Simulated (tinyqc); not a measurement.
Inside a calculation. Method: geometry optimisation on the RHF/sto-3g surface (energies and gradients from PySCF), for BeH2, spin multiplicity 1. Computed by tinyqc, a small Python program that keeps every step (integrals from PySCF). Settings: charge = 0, multiplicity = 1, basis = sto-3g, optimiser = bfgs, first Hessian = 1.0, largest step = 0.5, iteration cap = 30. Command: `OMP_NUM_THREADS=1 python tinyqc.py 22173 22174 out.jsonl` (the two numbers bound the seeds that draw the settings). One thread of a shared host (Intel(R) Xeon(R) Processor @ 2.60GHz), about 0.8 s of CPU time with the checks.

positions at the start (bohr):
```
            x         y        z
1Be  -0.08504   0.07370  0.12283
2H   -0.06236   2.35271  0.21354
3H    0.00189  -2.40562  0.20031
```

Stop when the largest gradient component is below 3e-5 hartree/bohr. The inverse Hessian follows the BFGS update with s = step, y = change of gradient.

Course of the optimisation:

| step | E (hartree) | largest gradient (hartree/bohr) |
|---|---|---|
| 1 | -15.5576025 | 5.42e-02 |
| 2 | -15.5606570 | 1.51e-02 |
| 3 | -15.5610046 | 7.39e-03 |
| 4 | -15.5611586 | 5.41e-03 |
| 5 | -15.5612515 | 3.20e-03 |
| 6 | -15.5612797 | 2.04e-03 |
| 7 | -15.5613007 | 2.01e-03 |
| 8 | -15.5613238 | 2.55e-03 |
| 9 | -15.5613443 | 2.34e-03 |
| 10 | -15.5613519 | 9.10e-04 |
| 11 | -15.5613528 | 1.30e-04 |
| 12 | -15.5613528 | 7.94e-06 |

Can the last value be used, and what does the course show?

Yes. Converged in 12 steps.
